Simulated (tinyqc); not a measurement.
Single-domain magnet: Stoner-Wohlfarth switching, Neel-Arrhenius retention, LLG dynamics and spin torque. From barrier / (k_B T) back to reversing field h = H/H_K. Computed by tinyqc, a small Python program. Command: `OMP_NUM_THREADS=1 python tinyqc.py 3010127 3010128 out.jsonl macro inv`. One thread of a shared host (Intel(R) Xeon(R) Processor @ 2.30GHz), about 0.02 s of CPU time with the checks.

The moment is uniform, with unit vector m; z is the easy axis. mu_0 = 1.25663706212e-6 T m/A, gamma = 1.76085963023e11 rad/(s T).

Inputs (values chosen for the exercise, for a model magnet):
```
quantity,value,unit
saturation magnetisation M_s,478,kA/m
diameter d,12,nm
aspect ratio p,4.8,-
bulk anisotropy K_u,83,kJ/m^3
exchange stiffness A,13,pJ/m
temperature T,300,K
attempt frequency f0,10,GHz
field angle psi from the easy axis,45,degrees
waiting time t_w,1e-08,s
```

Shape: prolate spheroid, easy axis along it.

Constants: k_B = 1.380649e-23 J/K.

Method:
- N_z = [p ln(p + sqrt(p^2 - 1))/sqrt(p^2 - 1) - 1]/(p^2 - 1); V = pi d^3 p/6; K_eff = K_u + K_shape, K_shape = -(mu_0 M_s^2/4)(3 N_z - 1); mu_0 H_K = 2 K_eff/M_s.
- Delta = K_eff V/(k_B T); tau = exp(Delta)/f0; probability of a flip within t_w: P = 1 - exp(-t_w/tau). Wall width parameter sqrt(A/K_eff); a two-domain state costs 4 sqrt(A K_eff) times the cross-section that the wall cuts (pi d^2/4).
- Energy over K_eff V: e(theta) = sin^2(theta) + 2 h cos(theta - psi) for m at the angle theta from +z and a field that points at psi from -z (it pulls m away from +z towards negative theta); h_sw = (cos^(2/3) psi + sin^(2/3) psi)^(-3/2).
- The metastable minimum and the saddle are the two roots of e'(theta) = sin(2 theta) - 2 h sin(theta - psi) on either side of theta_c = -arctan(tan^(1/3) psi).

Task: A run gave the result below. Find the reversing field h = H/H_K, known to lie between 0.12 and 0.26.

barrier / (k_B T) = 76.60396

Result:

Each step takes the trial c = (a f_b - b f_a)/(f_b - f_a), f being the result less the target and a, b, c the logarithms of the listed values; c replaces end b, the old b replaces a if the sign of f changed, and otherwise f_a is halved.

Scan of the range:
```
reversing field h = H/H_K,barrier / (k_B T)
0.120,100.746
0.137,94.336
0.155,87.677
0.177,79.725
0.201,71.298
0.229,61.816
0.260,51.791
```

False position (Illinois rule, in the logarithm of the input) inside the bracket:
```
step,end a,end b,trial,barrier / (k_B T)
1,0.177000,0.201000,0.185534,76.6977
2,0.201000,0.185534,0.185792,76.6067
3,0.201000,0.185792,0.185807,76.6014
4,0.185792,0.185807,0.185800,76.6040
```

Barrier / (k_B T) falls at every point of a 13-point scan of the range (every second point is shown), so one value fits; it is bracketed by 0.177 and 0.201. Answer: reversing field h = H/H_K = 0.1858.

Caution: a domain wall can cross the element at lower cost, so the single-domain barrier is an upper bound.
